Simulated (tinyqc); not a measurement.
Worked calculation: anisotropic elasticity and sound waves of a cubic crystal. Computed by tinyqc, a small Python program that keeps every step. Command: `OMP_NUM_THREADS=1 python tinyqc.py 3023915 3023916 out.jsonl cubicelastic walk`. One thread of a shared host (Intel(R) Xeon(R) Processor @ 2.30GHz), about 0.01 s of CPU time with the checks. Intermediate numbers are printed to about 6 digits and carried at full precision; extremes and crossings named in words are read from the listed rows.

Voigt order 1..6 = xx, yy, zz, yz, xz, xy, with engineering shear strains. The rotated frame has x' as named, z' along the wafer normal and y' = z' x x'.

Inputs (values chosen for the exercise, for a model crystal):
```
quantity                                value    unit
C11                                       291     GPa
C12                                      85.4     GPa
C44                                       189     GPa
density rho                              7.88  g/cm^3
expansion coefficient of the film         6.9   ppm/K
expansion coefficient of the substrate    5.7   ppm/K
cooling Delta T                           500       K
```

Frame: (001) wafer, x' along [110].

wave normal (not normalised): 5  3.5  3.2

## Compliances and anisotropy

S11 = (C11 + C12)/D, S12 = -C12/D, D = (C11 - C12)(C11 + 2 C12), S44 = 1/C44. Zener ratio A = 2 C44/(C11 - C12); S0 = S11 - S12 - S44/2; H = 2 C44 + C12 - C11.

S11 = 3.96436 1/TPa

S12 = -0.899458 1/TPa

S44 = 5.29101 1/TPa

Zener ratio A = 1.83852

S0 = 2.21831 1/TPa

H = 172.4 GPa

## Stiffness in the rotated frame

direction cosines a (rows x', y', z' in the cube axes):
```
           x        y        z
x'   0.70711  0.70711  0.00000
y'  -0.70711  0.70711  0.00000
z'   0.00000  0.00000  1.00000
```

C'_ijkl = C12 delta_ij delta_kl + C44 (delta_ik delta_jl + delta_il delta_jk) - H sum_m a_im a_jm a_km a_lm.

C' (GPa), lower triangle (symmetric):
```
       1      2      3      4      5      6
1  377.2
2   -0.8  377.2
3   85.4   85.4  291.0
4    0.0    0.0    0.0  189.0
5    0.0    0.0    0.0    0.0  189.0
6    0.0    0.0    0.0    0.0    0.0  102.8
```

No normal-shear coupling appears in this frame.

## Moduli along the axes of the frame

Invert C' to S'. E along x' = 1/S'11, along y' = 1/S'22; Poisson ratios nu(x'y') = -S'12/S'11 and nu(x'z') = -S'13/S'11; in-plane shear modulus 1/S'66.

E along x' = 350.238 GPa

E along y' = 350.238 GPa

nu(x'y') = -0.0734440

nu(x'z') = 0.315024

in-plane shear modulus = 102.8 GPa

E is the same along x' and y'. At least one Poisson ratio is negative: pulled along x', the crystal widens in that direction.

## Thermal stress in a film with this orientation

On cooling, a thick substrate imposes eps_1 = eps_2 = (alpha_film - alpha_substrate) Delta T and eps_6 = 0; the free surface sets sigma_3 = sigma_4 = sigma_5 = 0, which fixes eps_3, eps_4, eps_5. Biaxial modulus M = (sigma_1 + sigma_2)/(2 eps); energy density M eps^2. Elastic response and constant coefficients are assumed.

in-plane strain = 0.6 per mille

elastic strain along the normal = -0.352165 per mille

stress along x' = 195.765 MPa

stress along y' = 195.765 MPa

biaxial modulus M = 326.275 GPa

energy density = 0.117459 MJ/m^3

The film ends in tension.

## Sound waves along the wave normal

In the cube axes, with unit normal n: G_ij = (C12 + C44) n_i n_j + (C44 - H n_i^2) delta_ij, eigenvalues rho v^2, eigenvectors u (columns, largest component positive). Group velocity V_i = [(C12 + C44)(u.n) u_i + C44 n_i - H u_i^2 n_i]/(rho v); its angle to n has cosine v/|V|.

Christoffel matrix (GPa):
```
         x        y        z
x  242.696  101.116   92.449
y  101.116  215.311   64.714
z   92.449   64.714  210.994
```

phase velocities (m/s): 3933.18  4343.90  7110.49

polarisations:
```
        slow       fast  longitudinal
x   0.747060  -0.074733      0.660543
y  -0.546806  -0.634149      0.546679
z  -0.378028   0.769591      0.514612
```

group speeds (m/s): 3952.77  4539.62  7142.97

angles between V and n (degree): 5.7066  16.8859  5.4655

Energy flows off the wave normal by up to 16.9 degrees, for the fast transverse wave.

## Polycrystal bounds against single-crystal directions

B = (C11 + 2 C12)/3; Voigt G = (C11 - C12 + 3 C44)/5; Reuss G = 5/(4 (S11 - S12) + 3 S44); Hill is their mean; E = 9BG/(3B + G), nu = (3B - 2G)/(6B + 2G). Along <hkl>, with g = 0, 1/4, 1/3: 1/E = S11 - 2 S0 g; for a film with that normal C33 = C11 + 2 H g and M = [6B - (3B - C33) - (3B - C33)^2/C33]/2.

bulk modulus B = 153.933 GPa

Averages:
```
average  G (GPa)  E (GPa)        nu
Voigt    154.520  347.339  0.123929
Reuss    141.530  324.989  0.148128
Hill     148.025  336.283  0.135900
```

Directions:
```
direction  E (GPa)  biaxial modulus M (GPa)
<100>      252.248                  326.275
<110>      350.238                  410.013
<111>      402.337                  430.022
```

The bounds on G differ by 9.2 %, while E varies by a factor 1.60 with direction; with A above 1 the stiffest axis is <111>. Under a fixed mismatch strain, grains with a <100> normal store the least energy.

Checks made by the program: E along x' against 1/E = S11 - 2 S0 (l^2 m^2 + m^2 n^2 + n^2 l^2) (relative difference below 1e-10); closed form of M against the matrix solution (relative difference below 1e-10).
